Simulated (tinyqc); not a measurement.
Solid solubility of a dopant against its melt (retrograde solidus), clustering and the electrically active fraction: one step, computed by the program tinyqc.

Task: Active fraction after the anneal. A highly soluble donor (another dopant than that of the solidus) is limited by clustering. Donors N_a are active, and clusters hold m atoms each: N_t = N_a + m C, m C = N* (N_a/N*)^m (n/N*)^m, each atom taking one electron, n = N_a/2 + sqrt(N_a^2/4 + n_i^2), n_i = prefactor x T^1.5 exp(-E_i/(k_B T)), with N*(T) = N*(1273 K) exp[-(E_b/k_B)(1/T - 1/1273)]. Resistivity = 1/(e mu N_a).

Inputs (values chosen for the exercise, of the order of those of gallium in silicon for the solubility): total dopant density N_t = 9.8e+20 1/cm^3; atoms per cluster m = 4; cluster scale N* at 1273 K = 1.6e+20 1/cm^3; activation energy E_b of the cluster scale = 0.36 eV; anneal temperature T_a = 1225 K; prefactor of n_i = 3.85e+16 1/(cm^3 K^1.5); energy E_i in n_i = 0.606 eV; mobility mu = 80 cm^2/(V s).

Clustering: clusters that take up free electrons.

Constants: k_B = 8.617333262e-05 eV/K; e = 1.602176634e-19 C.

Give: N*(T_a); active density N_a; active fraction; resistivity.

Result:

N*(T_a) = 1.4069e+20 1/cm^3

active density N_a = 1.7489e+20 1/cm^3

active fraction = 0.17846

resistivity = 0.44610 milliohm cm

Doubling the dose would raise N_a by only 10 %. Caution: this clustering law is a generic form; degeneracy and a doping-dependent mobility are left out.
